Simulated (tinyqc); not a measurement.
Speciation in dilute and buffered hydrofluoric acid, oxide etch rate and bath loading: one step, computed by the program tinyqc.

Concentrations stand for activities, NH4+ and Cl- are spectators, and water ionisation is neglected. H, F and HF2 denote the ions H+, F- and HF2-. The base temperature is 298 K.

Problem. One trial. Fluoride balance: [HF] + [F] + 2 [HF2] + 2 [H2F2] = HF added + NH4F added. Acid balance: [H] + [HF] + [HF2] + 2 [H2F2] = HF added + HCl added. For a trial [H], [HF] = [H][F]/K1, and the fluoride balance is a quadratic in [F]. Take pH = 3. The residual is the left side of the acid balance less the right.

Inputs (values chosen for the exercise, of the order of those for thermal oxide at room temperature):
```
quantity                 value   unit
HF added                   1.8  mol/L
NH4F added                 3.6  mol/L
HCl added                    0  mol/L
K1 = [H][F]/[HF]      0.000702  mol/L
K2 = [HF2]/([HF][F])      3.44  L/mol
K3 = [H2F2]/[HF]^2        2.93  L/mol
```

Give: [F]; [HF]; [HF2]; [H2F2]; residual.

Solution.

[F] = 0.4462 mol/L

[HF] = 0.6356 mol/L

[HF2] = 0.9755 mol/L

[H2F2] = 1.184 mol/L

residual = 2.179 mol/L

The residual is positive: the trial holds too much acid, so the pH lies above 3.
